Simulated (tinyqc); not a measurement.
Disorder broadening of a flat band (such as a Landau level) in the self-consistent Born approximation: course of the iteration.

The local Green function is G = g0(z - Sigma) with z = E + i eta and g0(z) = 1/z; the self-energy is Sigma = D G. The density of states is -Im G/pi.

G = g0(z - Sigma), Sigma(out) = D G, Sigma(new) = Sigma + mix (Sigma(out) - Sigma).

Stop when |Sigma(out) - Sigma| is below 1e-10 eV, or after 50 iterations; the start is Sigma = 0.

Inputs (values chosen for the exercise): variance of the random potential D = 6.4 eV^2; bare broadening eta = 0.0081 eV; energy from the band centre E = 3.398 eV; mixing mix = 1.

Course of the iteration:

| iteration | Re Sigma (eV) | Im Sigma (eV) | \|Sigma(out) - Sigma\| (eV) |
|---|---|---|---|
| 1 | 1.8835 | -0.0045 | 1.88 |
| 2 | 4.2254 | -0.0351 | 2.34 |
| 3 | -7.7142 | -0.4030 | 11.9 |
| 4 | 0.5752 | -0.0213 | 8.30 |
| 5 | 2.2670 | -0.0236 | 1.69 |
| 6 | 5.6541 | -0.1584 | 3.39 |
| 7 | -2.8213 | -0.2083 | 8.48 |
| 8 | 1.0278 | -0.0358 | 3.85 |
| 9 | 2.6993 | -0.0499 | 1.67 |
| ... | ... | ... | ... |
| 42 | 1.2302 | -0.1796 | 2.98 |
| 43 | 2.9303 | -0.2538 | 1.70 |
| 44 | 10.4181 | -5.8328 | 9.34 |
| 45 | -0.5387 | -0.4482 | 12.2 |
| 46 | 1.6042 | -0.1860 | 2.16 |
| 47 | 3.5265 | -0.3815 | 1.93 |
| 48 | -4.8870 | -14.8158 | 16.7 |
| 49 | 0.1839 | -0.3290 | 15.3 |
| 50 | 1.9695 | -0.2066 | 1.79 |

Did this iteration meet its convergence test, and what does its course show?

No. Not converged within 50 iterations: the residual swings up and down without settling. At the solution d Sigma(out)/d Sigma = -0.0975-0.991i, of modulus 0.996, so a step with mix = 1 multiplies the error by 0.996 while turning it in the complex plane. A rerun with mix = 0.5 (factor 0.670) converges in 66 iterations.

Range of the model: The self-consistent Born approximation misses band tails from rare fluctuations and localisation.

Computed by the program tinyqc: `OMP_NUM_THREADS=1 python tinyqc.py 2720009 2720010 out.jsonl`, one thread of a shared Intel Xeon 2.30GHz, about 0.01 s for the whole run.
